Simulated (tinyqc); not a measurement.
Inside a calculation (part 2 of 2). Method: UHF in the sto-6g basis, for H6, spin multiplicity 1. Computed by tinyqc, a small Python program that keeps every step (integrals from PySCF). Command: `OMP_NUM_THREADS=1 python tinyqc.py 29304 29305 out.jsonl` (the two numbers bound the seeds that draw the settings). One thread of a shared host (Intel(R) Xeon(R) Processor @ 2.60GHz), about 0.2 s of CPU time with the checks.

Geometry (angstrom):
```
atom         x         y         z
H     0.000000  0.000000  0.000000
H     0.000000  0.000000  1.021000
H     0.000000  0.000000  2.291000
H     0.000000  0.000000  3.312000
H     0.000000  0.000000  4.582000
H     0.000000  0.000000  5.603000
```

## Iteration 2: diagonalisation and new density

extrapolated F(alpha) (hartree), lower triangle:
```
           1H 1s      2H 1s      3H 1s      4H 1s      5H 1s      6H 1s
1H 1s  -0.142409
2H 1s  -0.440648  -0.318447
3H 1s  -0.122366  -0.302026  -0.217833
4H 1s  -0.000820  -0.095829  -0.454812  -0.410518
5H 1s   0.009310  -0.008329  -0.120192  -0.316280  -0.279072
6H 1s  -0.004205  -0.002727  -0.004437  -0.078999  -0.467357  -0.330232
```

extrapolated F(beta) (hartree), lower triangle:
```
           1H 1s      2H 1s      3H 1s      4H 1s      5H 1s      6H 1s
1H 1s  -0.330232
2H 1s  -0.467357  -0.279072
3H 1s  -0.078999  -0.316280  -0.410518
4H 1s  -0.004437  -0.120192  -0.454812  -0.217833
5H 1s  -0.002727  -0.008329  -0.095829  -0.302026  -0.318447
6H 1s  -0.004205   0.009310  -0.000820  -0.122366  -0.440648  -0.142409
```

X:
```
               1          2          3          4          5         6
1H 1s   0.418152  -0.649817   0.588520   0.446068   0.379173  0.201899
2H 1s  -0.695085   0.778098  -0.370785   0.226457   0.404487  0.296816
3H 1s   0.918774  -0.268493  -0.548359  -0.423315   0.133440  0.371536
4H 1s  -0.918774  -0.268493   0.548359  -0.423315  -0.133440  0.371536
5H 1s   0.695085   0.778098   0.370785   0.226457  -0.404487  0.296816
6H 1s  -0.418152  -0.649817  -0.588520   0.446068  -0.379173  0.201899
```

Diagonalise F' = X^T F X, C = X C', fill 3 alpha and 3 beta electrons from the bottom; D(s) = C_occ C_occ^T. Each column has its largest component positive (the first on a tie).

F' = X^T F X (alpha) (hartree), lower triangle:
```
           1          2          3          4          5          6
1   0.770411
2  -0.025545   0.502216
3   0.032916  -0.013126   0.206073
4  -0.037550  -0.030356   0.128791  -0.346934
5   0.019095  -0.055122   0.008315   0.019917  -0.500582
6   0.064884  -0.006681  -0.014100   0.014767   0.023300  -0.609072
```

orbital energies (alpha) (hartree): MO1 -0.617740, MO2 -0.502867, MO3 -0.373729, MO4 0.232582, MO5 0.504904, MO6 0.778961

coefficients C (alpha):
```
            MO1        MO2        MO3        MO4        MO5        MO6
1H 1s  0.103635   0.302733  -0.361716  -0.607537  -0.677514   0.515391
2H 1s  0.219961   0.456838  -0.392109   0.231046   0.689034  -0.768160
3H 1s  0.308759   0.207512   0.217934   0.684351  -0.131175   0.938371
4H 1s  0.474173   0.023072   0.546979  -0.453099  -0.360038  -0.832158
5H 1s  0.325514  -0.350416  -0.162188  -0.427240   0.829804   0.634735
6H 1s  0.244479  -0.437442  -0.480666   0.512346  -0.654699  -0.392028
```

F' = X^T F X (beta) (hartree), lower triangle:
```
           1          2          3          4          5          6
1   0.770411
2   0.025545   0.502216
3   0.032916   0.013126   0.206073
4   0.037550  -0.030356  -0.128791  -0.346934
5   0.019095   0.055122   0.008315  -0.019917  -0.500582
6  -0.064884  -0.006681   0.014100   0.014767  -0.023300  -0.609072
```

orbital energies (beta) (hartree): MO1 -0.617740, MO2 -0.502867, MO3 -0.373729, MO4 0.232582, MO5 0.504904, MO6 0.778961

coefficients C (beta):
```
            MO1        MO2        MO3        MO4        MO5        MO6
1H 1s  0.244479  -0.437442  -0.480666   0.512346  -0.654699  -0.392028
2H 1s  0.325514  -0.350416  -0.162188  -0.427240   0.829804   0.634735
3H 1s  0.474173   0.023072   0.546979  -0.453099  -0.360038  -0.832158
4H 1s  0.308759   0.207512   0.217934   0.684351  -0.131175   0.938371
5H 1s  0.219961   0.456838  -0.392109   0.231046   0.689034  -0.768160
6H 1s  0.103635   0.302733  -0.361716  -0.607537  -0.677514   0.515391
```

D(alpha) after iteration 2, lower triangle:
```
           1H 1s      2H 1s      3H 1s      4H 1s     5H 1s     6H 1s
1H 1s   0.233226
2H 1s   0.302928   0.410833
3H 1s   0.015989   0.077260   0.185888
4H 1s  -0.141726  -0.099636   0.270398   0.524559
5H 1s  -0.013682  -0.024888  -0.007556   0.057552  0.255056
6H 1s   0.066773   0.042410  -0.120043  -0.157082  0.310826  0.482165
```

D(beta) after iteration 2, lower triangle:
```
           1H 1s      2H 1s      3H 1s     4H 1s     5H 1s     6H 1s
1H 1s   0.482165
2H 1s   0.310826   0.255056
3H 1s  -0.157082   0.057552   0.524559
4H 1s  -0.120043  -0.007556   0.270398  0.185888
5H 1s   0.042410  -0.024888  -0.099636  0.077260  0.410833
6H 1s   0.066773  -0.013682  -0.141726  0.015989  0.302928  0.233226
```

## Iteration 3: building the Fock matrix

core Hamiltonian H = T + V (hartree), lower triangle:
```
           1H 1s      2H 1s      3H 1s      4H 1s      5H 1s      6H 1s
1H 1s  -1.575306
2H 1s  -1.016461  -1.882052
3H 1s  -0.174833  -0.806379  -2.008683
4H 1s  -0.029885  -0.182983  -1.141050  -2.008683
5H 1s  -0.002466  -0.019063  -0.182983  -0.806379  -1.882052
6H 1s  -0.000259  -0.002466  -0.029885  -0.174833  -1.016461  -1.575306
```

nuclear repulsion = 4.10573387 hartree

Given earlier and not repeated: Two-electron integrals (ij|kl) in chemists' order.

J_ij = sum D_kl (ij|kl) with D = D(alpha) + D(beta), K_ij = sum D_kl (ik|jl) for each spin; F = H + J - K(s); E = tr D H + tr D J / 2 - 0.5 sum_s tr D(s) K(s) + E_nn.

Coulomb J (hartree), lower triangle:
```
          1H 1s     2H 1s     3H 1s     4H 1s     5H 1s     6H 1s
1H 1s  1.841827
2H 1s  0.951756  2.126281
3H 1s  0.145063  0.736952  2.248570
4H 1s  0.023704  0.152825  1.069984  2.248570
5H 1s  0.001845  0.015049  0.152825  0.736952  2.126281
6H 1s  0.000183  0.001845  0.023704  0.145063  0.951756  1.841827
```

exchange K(alpha) (hartree), lower triangle:
```
           1H 1s     2H 1s      3H 1s     4H 1s     5H 1s     6H 1s
1H 1s   0.426691
2H 1s   0.391144  0.581111
3H 1s   0.086372  0.215425   0.438706
4H 1s  -0.003937  0.060571   0.385331  0.630602
5H 1s  -0.004608  0.004432   0.079352  0.230268  0.499646
6H 1s   0.004684  0.000750  -0.005154  0.058241  0.405442  0.590787
```

exchange K(beta) (hartree), lower triangle:
```
           1H 1s      2H 1s      3H 1s     4H 1s     5H 1s     6H 1s
1H 1s   0.590787
2H 1s   0.405442   0.499646
3H 1s   0.058241   0.230268   0.630602
4H 1s  -0.005154   0.079352   0.385331  0.438706
5H 1s   0.000750   0.004432   0.060571  0.215425  0.581111
6H 1s   0.004684  -0.004608  -0.003937  0.086372  0.391144  0.426691
```

F(alpha) (hartree), lower triangle:
```
           1H 1s      2H 1s      3H 1s      4H 1s      5H 1s      6H 1s
1H 1s  -0.160170
2H 1s  -0.455849  -0.336883
3H 1s  -0.116141  -0.284852  -0.198818
4H 1s  -0.002244  -0.090730  -0.456397  -0.390714
5H 1s   0.003987  -0.008446  -0.109511  -0.299695  -0.255418
6H 1s  -0.004760  -0.001371  -0.001028  -0.088011  -0.470147  -0.324265
```

F(beta) (hartree), lower triangle:
```
           1H 1s      2H 1s      3H 1s      4H 1s      5H 1s      6H 1s
1H 1s  -0.324265
2H 1s  -0.470147  -0.255418
3H 1s  -0.088011  -0.299695  -0.390714
4H 1s  -0.001028  -0.109511  -0.456397  -0.198818
5H 1s  -0.001371  -0.008446  -0.090730  -0.284852  -0.336883
6H 1s  -0.004760   0.003987  -0.002244  -0.116141  -0.455849  -0.160170
```

total energy of this density = -3.16757899 hartree

## Iteration 3: DIIS over 3 matrices

error matrix X^T (FDS - SDF) X (alpha):
```
           1          2          3          4          5          6
1   0.000000   0.001821  -0.002146   0.011971   0.006651   0.013102
2  -0.001821   0.000000   0.005281  -0.015807  -0.012796   0.010964
3   0.002146  -0.005281   0.000000  -0.019866  -0.012737  -0.002761
4  -0.011971   0.015807   0.019866   0.000000  -0.003468  -0.002466
5  -0.006651   0.012796   0.012737   0.003468   0.000000  -0.001048
6  -0.013102  -0.010964   0.002761   0.002466   0.001048   0.000000
```

B (overlaps of the stored error matrices), lower triangle:
```
               1              2              3
1  8.3348191e-01
2  4.2479425e-02  5.7455258e-02
3  3.4053066e-02  1.5521698e-02  6.0500281e-03
```

Minimise |sum c_i e_i|^2 with sum c_i = 1: solve [B -1; -1 0][c; lambda] = [0; -1] with B_ij = tr e_i^T e_j summed over both spins, and take F = sum c_i F_i.

DIIS coefficients: -0.036697  -0.292960  1.329657

extrapolated F(alpha) (hartree), lower triangle:
```
           1H 1s      2H 1s      3H 1s      4H 1s      5H 1s      6H 1s
1H 1s  -0.167593
2H 1s  -0.465155  -0.347860
3H 1s  -0.114276  -0.279603  -0.200716
4H 1s  -0.002531  -0.090397  -0.462593  -0.393554
5H 1s   0.001938  -0.009042  -0.107068  -0.297100  -0.247112
6H 1s  -0.005314  -0.000892   0.000503  -0.091486  -0.470105  -0.320085
```

extrapolated F(beta) (hartree), lower triangle:
```
           1H 1s      2H 1s      3H 1s      4H 1s      5H 1s      6H 1s
1H 1s  -0.320085
2H 1s  -0.470105  -0.247112
3H 1s  -0.091486  -0.297100  -0.393554
4H 1s   0.000503  -0.107068  -0.462593  -0.200716
5H 1s  -0.000892  -0.009042  -0.090397  -0.279603  -0.347860
6H 1s  -0.005314   0.001938  -0.002531  -0.114276  -0.465155  -0.167593
```

## Iteration 3: diagonalisation and new density

As before.

F' = X^T F X (alpha) (hartree), lower triangle:
```
           1          2          3          4          5          6
1   0.789325
2  -0.009368   0.504562
3   0.016585   0.003305   0.240878
4  -0.023919  -0.053263   0.110467  -0.364710
5   0.027428  -0.073735  -0.006155   0.003865  -0.505836
6   0.083879   0.008109  -0.017181   0.001944   0.011185  -0.597957
```

orbital energies (alpha) (hartree): MO1 -0.604692, MO2 -0.510778, MO3 -0.387738, MO4 0.260446, MO5 0.512932, MO6 0.796093

coefficients C (alpha):
```
            MO1        MO2        MO3        MO4        MO5        MO6
1H 1s  0.148514   0.340318  -0.317327  -0.626533  -0.691890   0.466000
2H 1s  0.264837   0.496939  -0.333945   0.306529   0.714519  -0.704237
3H 1s  0.303212   0.126622   0.304667   0.645028  -0.210403   0.943847
4H 1s  0.465226  -0.072725   0.533900  -0.471714  -0.263807  -0.867808
5H 1s  0.286762  -0.333700  -0.224804  -0.405377   0.810556   0.680880
6H 1s  0.249026  -0.404069  -0.494683   0.508644  -0.653446  -0.413852
```

F' = X^T F X (beta) (hartree), lower triangle:
```
           1          2          3          4          5          6
1   0.789325
2   0.009368   0.504562
3   0.016585  -0.003305   0.240878
4   0.023919  -0.053263  -0.110467  -0.364710
5   0.027428   0.073735  -0.006155  -0.003865  -0.505836
6  -0.083879   0.008109   0.017181   0.001944  -0.011185  -0.597957
```

orbital energies (beta) (hartree): MO1 -0.604692, MO2 -0.510778, MO3 -0.387738, MO4 0.260446, MO5 0.512932, MO6 0.796093

coefficients C (beta):
```
            MO1        MO2        MO3        MO4        MO5        MO6
1H 1s  0.249026  -0.404069  -0.494683   0.508644  -0.653446  -0.413852
2H 1s  0.286762  -0.333700  -0.224804  -0.405377   0.810556   0.680880
3H 1s  0.465226  -0.072725   0.533900  -0.471714  -0.263807  -0.867808
4H 1s  0.303212   0.126622   0.304667   0.645028  -0.210403   0.943847
5H 1s  0.264837   0.496939  -0.333945   0.306529   0.714519  -0.704237
6H 1s  0.148514   0.340318  -0.317327  -0.626533  -0.691890   0.466000
```

D(alpha) after iteration 3, lower triangle:
```
           1H 1s      2H 1s      3H 1s      4H 1s     5H 1s     6H 1s
1H 1s   0.238569
2H 1s   0.314419   0.428606
3H 1s  -0.008556   0.041483   0.200793
4H 1s  -0.125078  -0.091224   0.294515   0.506774
5H 1s   0.000360  -0.014811  -0.023795   0.037655  0.244125
6H 1s   0.056448   0.030351  -0.126370  -0.118872  0.317456  0.469997
```

D(beta) after iteration 3, lower triangle:
```
           1H 1s      2H 1s      3H 1s      4H 1s     5H 1s     6H 1s
1H 1s   0.469997
2H 1s   0.317456   0.244125
3H 1s  -0.118872   0.037655   0.506774
4H 1s  -0.126370  -0.023795   0.294515   0.200793
5H 1s   0.030351  -0.014811  -0.091224   0.041483  0.428606
6H 1s   0.056448   0.000360  -0.125078  -0.008556  0.314419  0.238569
```

## Iteration 13 (converged): orbitals

converged F(alpha) (hartree), lower triangle:
```
           1H 1s      2H 1s      3H 1s      4H 1s      5H 1s      6H 1s
1H 1s  -0.246108
2H 1s  -0.470311  -0.296138
3H 1s  -0.100641  -0.281693  -0.299527
4H 1s  -0.000814  -0.099929  -0.471921  -0.298675
5H 1s   0.001052  -0.010008  -0.099855  -0.281626  -0.296621
6H 1s  -0.004449   0.001064  -0.000823  -0.100733  -0.470283  -0.245394
```

converged F(beta) (hartree), lower triangle:
```
           1H 1s      2H 1s      3H 1s      4H 1s      5H 1s      6H 1s
1H 1s  -0.245394
2H 1s  -0.470283  -0.296621
3H 1s  -0.100733  -0.281626  -0.298675
4H 1s  -0.000823  -0.099855  -0.471921  -0.299527
5H 1s   0.001064  -0.010008  -0.099929  -0.281693  -0.296138
6H 1s  -0.004449   0.001052  -0.000814  -0.100641  -0.470311  -0.246108
```

As before.

F' = X^T F X (alpha) (hartree), lower triangle:
```
           1          2          3          4          5          6
1   0.789521
2   0.000040   0.503575
3   0.014361  -0.000017   0.250552
4   0.000100  -0.059601  -0.000497  -0.373947
5   0.033787   0.000349  -0.014495  -0.000021  -0.505559
6  -0.000385   0.011760   0.000061   0.004491  -0.000049  -0.598489
```

orbital energies (alpha) (hartree): MO1 -0.598733, MO2 -0.506732, MO3 -0.377851, MO4 0.250482, MO5 0.507722, MO6 0.790764

coefficients C (alpha):
```
            MO1        MO2        MO3        MO4        MO5        MO6
1H 1s  0.199491  -0.379715  -0.406523   0.569634  -0.676189  -0.442747
2H 1s  0.282234  -0.414886  -0.284927  -0.361400   0.764318   0.693751
3H 1s  0.384755  -0.098341   0.431914  -0.573686  -0.235614  -0.907240
4H 1s  0.384049   0.098598   0.430863   0.574462  -0.235391   0.907578
5H 1s  0.282178   0.415614  -0.285477   0.360948   0.763869  -0.693843
6H 1s  0.199017   0.379357  -0.405748  -0.570188  -0.676370   0.442988
```

F' = X^T F X (beta) (hartree), lower triangle:
```
           1          2          3          4          5          6
1   0.789521
2  -0.000040   0.503575
3   0.014361   0.000017   0.250552
4  -0.000100  -0.059601   0.000497  -0.373947
5   0.033787  -0.000349  -0.014495   0.000021  -0.505559
6   0.000385   0.011760  -0.000061   0.004491   0.000049  -0.598489
```

orbital energies (beta) (hartree): MO1 -0.598733, MO2 -0.506732, MO3 -0.377851, MO4 0.250482, MO5 0.507722, MO6 0.790764

coefficients C (beta):
```
            MO1        MO2        MO3        MO4        MO5        MO6
1H 1s  0.199017   0.379357  -0.405748  -0.570188  -0.676370   0.442988
2H 1s  0.282178   0.415614  -0.285477   0.360948   0.763869  -0.693843
3H 1s  0.384049   0.098598   0.430863   0.574462  -0.235391   0.907578
4H 1s  0.384755  -0.098341   0.431914  -0.573686  -0.235614  -0.907240
5H 1s  0.282234  -0.414886  -0.284927  -0.361400   0.764318   0.693751
6H 1s  0.199491  -0.379715  -0.406523   0.569634  -0.676189  -0.442747
```

D(alpha) after iteration 13, lower triangle:
```
           1H 1s      2H 1s      3H 1s      4H 1s     5H 1s     6H 1s
1H 1s   0.349241
2H 1s   0.329671   0.332970
3H 1s  -0.061486   0.026327   0.344257
4H 1s  -0.135981  -0.055280   0.324165   0.342859
5H 1s   0.014530  -0.011452  -0.055604   0.026347  0.333856
6H 1s   0.060600   0.014388  -0.135982  -0.060985  0.329656  0.348151
```

D(beta) after iteration 13, lower triangle:
```
           1H 1s      2H 1s      3H 1s      4H 1s     5H 1s     6H 1s
1H 1s   0.348151
2H 1s   0.329656   0.333856
3H 1s  -0.060985   0.026347   0.342859
4H 1s  -0.135982  -0.055604   0.324165   0.344257
5H 1s   0.014388  -0.011452  -0.055280   0.026327  0.332970
6H 1s   0.060600   0.014530  -0.135981  -0.061486  0.329671  0.349241
```

## Convergence

Stop when the energy changes by less than 1e-08 hartree and every element of the error matrix X^T (F D S - S D F) X (for each spin) is below 3e-05.

Course of the cycle:
```
iteration  E (hartree)     change  largest element of the error matrix
1          -2.49785769          -                             2.02e-01
2          -3.12693754  -6.29e-01                             7.96e-02
3          -3.16757899  -4.06e-02                             1.99e-02
4          -3.17331388  -5.73e-03                             7.43e-03
5          -3.17401441  -7.01e-04                             5.89e-03
6          -3.17486638  -8.52e-04                             4.44e-03
7          -3.17567165  -8.05e-04                             2.88e-03
8          -3.17608504  -4.13e-04                             2.25e-03
9          -3.17650914  -4.24e-04                             9.18e-04
10         -3.17655327  -4.41e-05                             1.57e-04
11         -3.17655360  -3.37e-07                             4.90e-05
12         -3.17655361  -5.15e-09                             3.27e-05
13         -3.17655362  -9.80e-09                             2.29e-05
```

PySCF UHF in the same basis, after a stability check = -3.17655367 hartree

Converged in 13 iterations.

## Populations, bond orders and dipole

overlap S, lower triangle:
```
          1H 1s     2H 1s     3H 1s     4H 1s     5H 1s     6H 1s
1H 1s  1.000000
2H 1s  0.484481  1.000000
3H 1s  0.074456  0.353320  1.000000
4H 1s  0.012253  0.074456  0.484481  1.000000
5H 1s  0.000977  0.007666  0.074456  0.353320  1.000000
6H 1s  0.000099  0.000977  0.012253  0.074456  0.484481  1.000000
```

Mulliken: Z minus the diagonal of D S on the atom; Loewdin: the same with S^(1/2) D S^(1/2); Mayer order: 2 sum_s sum (D(s) S)_ij (D(s) S)_ji over the two atoms.

Charges (e):
```
atom   Mulliken    Loewdin  Mulliken spin
1H    -0.004412  -0.011447       0.001060
2H     0.003535   0.010458      -0.000862
3H     0.000877   0.000990       0.001330
4H     0.000877   0.000990      -0.001330
5H     0.003535   0.010458       0.000862
6H    -0.004412  -0.011447      -0.001060
```

Mayer bond orders:
```
pair      order
2-1    0.919948
3-1   -0.001302
3-2    0.079965
4-1    0.068427
4-2   -0.001271
4-3    0.854179
5-1   -0.000129
5-2    0.001474
5-3   -0.001271
5-4    0.079965
6-1    0.013036
6-2   -0.000129
6-3    0.068427
6-4   -0.001302
6-5    0.919948
```

dipole moment about the origin, x y z (debye): 0.000000  0.000000  0.000000

<S^2> of the determinant (pure state: 0) = 3.35e-06
